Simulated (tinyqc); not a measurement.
sp3s* tight binding: one step. The Hamiltonian without spin-orbit coupling. Two cases, with inputs chosen for the exercise.

Question. Fill in the 10 x 10 matrix.

sp3s* tight binding, nearest neighbours only: anion (a) at 0, cation (c) at a/4 (1,1,1), orbitals s, px, py, pz, s* on each; k in units of 2 pi/a. With phases e_j = exp(i (pi/2) k.n_j) for n = (1,1,1), (1,-1,-1), (-1,1,-1), (-1,-1,1): g0 = (e1+e2+e3+e4)/4, g1 = (e1+e2-e3-e4)/4, g2 = (e1-e2+e3-e4)/4, g3 = (e1-e2-e3+e4)/4. The diagonal holds the levels Esa, Epa, Exa (s*) and Esc, Epc, Exc. Anion-cation block: <sa|sc> = Vss g0; <sa|xc> = Vsapc g1; <xa|sc> = -Vscpa g1; <xa|xc> = Vxx g0; <xa|yc> = <ya|xc> = Vxy g3, <xa|zc> = <za|xc> = Vxy g2, <ya|zc> = <za|yc> = Vxy g1; <s*a|xc> = Vxapc g1; <xa|s*c> = -Vpaxc g1; y and z take g2 and g3 in place of g1; s-s* and s*-s* vanish.

Case 1.

Values chosen (near a published set for AlAs, fitted to gaps, whose masses and valley positions are rough; shifted at random, so the results belong to these values and not to a real crystal): Esa = -7.57 eV (s level of the anion); Epa = 0.988 eV (p level of the anion); Esc = -1.166 eV (s level of the cation); Epc = 3.578 eV (p level of the cation); Exa = 7.511 eV (s* level of the anion); Exc = 6.726 eV (s* level of the cation); Vss = -6.707 eV (s-s); Vxx = 1.865 eV (px-px); Vxy = 4.306 eV (px-py); Vsapc = 5.13 eV (s anion, p cation); Vscpa = 5.472 eV (s cation, p anion); Vxapc = 4.489 eV (s* anion, p cation); Vpaxc = 5.013 eV (p anion, s* cation).

g0, g1, g2, g3: [0.6243449, 0.4842916i, 0.4842916i, -0.3756551]

Case 2.

Values chosen (near a published set for Ge, fitted to gaps, whose masses and valley positions are rough; shifted at random, so the results belong to these values and not to a real crystal): Esa = -5.959 eV (s level of the anion); Epa = 1.614 eV (p level of the anion); Esc = -5.959 eV (s level of the cation); Epc = 1.614 eV (p level of the cation); Exa = 6.438 eV (s* level of the anion); Exc = 6.438 eV (s* level of the cation); Vss = -6.867 eV (s-s); Vxx = 1.627 eV (px-px); Vxy = 4.862 eV (px-py); Vsapc = 5.409 eV (s anion, p cation); Vscpa = 5.409 eV (s cation, p anion); Vxapc = 5.18 eV (s* anion, p cation); Vpaxc = 5.18 eV (p anion, s* cation).

g0, g1, g2, g3: [0.7901550, 0.6129071i, 0.0000000, 0.0000000]

Give: H(k).

Answer.

Case 1.

H(k) (eV), rows sa, xa, ya, za, s*a, sc, xc, yc, zc, s*c and columns alike:
```
[[-7.5700, 0, 0, 0, 0, -4.1875, 2.4844i, 2.4844i, -1.9271, 0],
 [0, 0.9880, 0, 0, 0, -2.6500i, 1.1644, -1.6176, 2.0854i, -2.4278i],
 [0, 0, 0.9880, 0, 0, -2.6500i, -1.6176, 1.1644, 2.0854i, -2.4278i],
 [0, 0, 0, 0.9880, 0, 2.0556, 2.0854i, 2.0854i, 1.1644, 1.8832],
 [0, 0, 0, 0, 7.5110, 0, 2.1740i, 2.1740i, -1.6863, 0],
 [-4.1875, 2.6500i, 2.6500i, 2.0556, 0, -1.1660, 0, 0, 0, 0],
 [-2.4844i, 1.1644, -1.6176, -2.0854i, -2.1740i, 0, 3.5780, 0, 0, 0],
 [-2.4844i, -1.6176, 1.1644, -2.0854i, -2.1740i, 0, 0, 3.5780, 0, 0],
 [-1.9271, -2.0854i, -2.0854i, 1.1644, -1.6863, 0, 0, 0, 3.5780, 0],
 [0, 2.4278i, 2.4278i, 1.8832, 0, 0, 0, 0, 0, 6.7260]]
```

Case 2.

H(k) (eV), rows sa, xa, ya, za, s*a, sc, xc, yc, zc, s*c and columns alike:
```
[[-5.9590, 0, 0, 0, 0, -5.4260, 3.3152i, 0, 0, 0],
 [0, 1.6140, 0, 0, 0, -3.3152i, 1.2856, 0, 0, -3.1749i],
 [0, 0, 1.6140, 0, 0, 0, 0, 1.2856, 2.9800i, 0],
 [0, 0, 0, 1.6140, 0, 0, 0, 2.9800i, 1.2856, 0],
 [0, 0, 0, 0, 6.4380, 0, 3.1749i, 0, 0, 0],
 [-5.4260, 3.3152i, 0, 0, 0, -5.9590, 0, 0, 0, 0],
 [-3.3152i, 1.2856, 0, 0, -3.1749i, 0, 1.6140, 0, 0, 0],
 [0, 0, 1.2856, -2.9800i, 0, 0, 0, 1.6140, 0, 0],
 [0, 0, -2.9800i, 1.2856, 0, 0, 0, 0, 1.6140, 0],
 [0, 3.1749i, 0, 0, 0, 0, 0, 0, 0, 6.4380]]
```

Computed by tinyqc, one run a case: `OMP_NUM_THREADS=1 python tinyqc.py N N+1 out.jsonl` with N = 1450839, 1450991; one thread of a shared Intel(R) Xeon(R) Processor @ 2.30GHz, about 0.1 s a run at most.
